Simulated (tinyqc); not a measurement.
Resonant-tunnelling diode, transfer matrices and Tsu-Esaki current: one step of the calculation.

Emitter (band edge 0), barrier d1, well Lw, barrier d2, spacer ds, collector (edge -V). The bias drops linearly over these layers and none in the contacts; each layer is cut into ns equal slices, flat at the value of their centres. E is the energy of motion across the layers, C = hbar^2/(2 m0), psi and psi'/m are continuous. Transport is coherent, T(E) is taken as independent of the transverse momentum, and charge in the well is ignored.

Problem. Current from the resonance alone. J = J0 times the integral over E > 0 of T(E) N(E), N = ln[(1 + exp((Ef - E)/Vt))/(1 + exp((Ef - V - E)/Vt))], J0 = q^2 mw m0 kB T/(2 pi^2 hbar^3) (times 1e-4 for A/cm^2 per eV). For a sharp resonance J = J0 (pi G/2) Tp N(Er), with Er the peak energy, Tp the peak transmission and G the full width at half maximum (in eV). The three values given are estimates from a parabola through three points of 1/T(E).

Inputs (values chosen for the exercise); masses and offsets of a made-up heterostructure:

| symbol | value | unit | meaning |
|---|---|---|---|
| T | 77 | K | temperature |
| mw | 0.26 | m0 | mass in the well, spacer and contacts |
| Ef | 0.16 | eV | Fermi energy of both contacts above their band edges |
| V | 0.47 | V | bias of the collector |

Constants: q = 1.602176634e-19 C, kB = 1.380649e-23 J/K, hbar = 1.054571817e-34 J s, m0 = 9.1093837015e-31 kg, Vt = kB T/q. Results are converted to the units shown.

Er = 0.19219849 eV
Tp = 0.95013527
G = 5.6448049 meV

Give: J0; N(Er); J.

Solution.

J0 = 2.792e7 A/(cm^2 eV)
N(Er) = 0.007778
J = 1.829 kA/cm^2

The full integral over T(E) gives 14.06 kA/cm^2; the value above is 0.13 times it.

Numbers from tinyqc (`OMP_NUM_THREADS=1 python tinyqc.py 2600030 2600031 out.jsonl`; about 0.04 s on one thread of a shared Intel Xeon 2.30GHz).
